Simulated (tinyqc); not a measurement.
## Deep-level transient spectroscopy: amplitude against reverse bias

Schottky contact on an n-type layer with shallow donors Nd (all ionised) and a donor-like deep trap, neutral when filled and positive when empty; depletion approximation. Traps within lam of the depletion edge stay filled. A long pulse to Vp fills the traps beyond x1 = Wp - lam; back at Vr those between x1 and x2 = Wr - lam emit. A rate window reads S = C(t2) - C(t1).

lam = sqrt(2 eps0 eps_r (EF - ET)/(q Nd)), EF - ET = Et - (kB T/q) ln(Nc(T)/Nd), Nc(T) = Nc (T/300 K)^1.5. In the steady state at the band bending V, 2 eps0 eps_r V/q = Nd W^2 + Nt (W - lam)^2 (the second term only if W > lam). W(t)^2 = Wr^2 + (Nt/Nd)(x2^2 - x1^2) exp(-en t), C = eps0 eps_r/W; for small Nt, dC/C = -(Nt/2 Nd) G exp(-en t) with G = (x2^2 - x1^2)/Wr^2. Listed at t = 0.

Inputs (values chosen for the exercise); material values close to those of silicon: relative permittivity eps_r = 11.6; conduction-band density of states at 300 K Nc = 2.78e19 cm^-3; shallow donor density Nd = 8.5e16 cm^-3; built-in voltage Vbi = 0.84 V; depth of the trap below the conduction edge Et = 0.23 eV; trap density Nt = 1.6e16 cm^-3; reverse bias during the filling pulse Vp = 0.4 V; temperature of the transient T = 165 K.

Constants: q = 1.602176634e-19 C, kB = 1.380649e-23 J/K, eps0 = 8.8541878128e-14 F/cm where lengths are in cm. Results are converted to the units shown.

Results:

| Vr (V) | Wr (nm) | G | dC(0)/C (%) | 2 Nd \|dC\|/C (cm^-3) |
|---|---|---|---|---|
| 0.9 | 155.3 | 0.1829 | -1.678 | 2.853e15 |
| 3.7 | 247.2 | 0.5295 | -4.639 | 7.887e15 |
| 6.5 | 312.5 | 0.6398 | -5.527 | 9.396e15 |
| 9.3 | 366.1 | 0.6982 | -5.987 | 1.018e16 |
| 14.8 | 453.0 | 0.7612 | -6.476 | 1.101e16 |
| 17.6 | 491.3 | 0.7814 | -6.631 | 1.127e16 |
| 20.4 | 526.7 | 0.7973 | -6.752 | 1.148e16 |

Estimate the missing row, Vr = 12 V.

Computed row:

| Vr (V) | Wr (nm) | G | dC(0)/C (%) | 2 Nd \|dC\|/C (cm^-3) |
|---|---|---|---|---|
| 12 | 411.1 | 0.7345 | -6.270 | 1.066e16 |

With this row back in the table: G rises from 0.183 to 0.797, since lam = 49.2 nm and x1 weigh less in a wider layer. The simple estimate 2 Nd |dC|/C reaches 17.8 % of the true Nt in the first row and 71.7 % in the last. That is below G (79.7 %), since with Nt/Nd = 0.19 dC/C is no longer linear in Nt.

Range of the model: With Nt above a tenth of Nd the edge x2 moves during the transient, which this model holds fixed, and the transient is not a plain exponential.

tinyqc, about 0.01 s, one thread, Intel Xeon 2.30GHz (shared host): `OMP_NUM_THREADS=1 python tinyqc.py 2050090 2050091 out.jsonl`
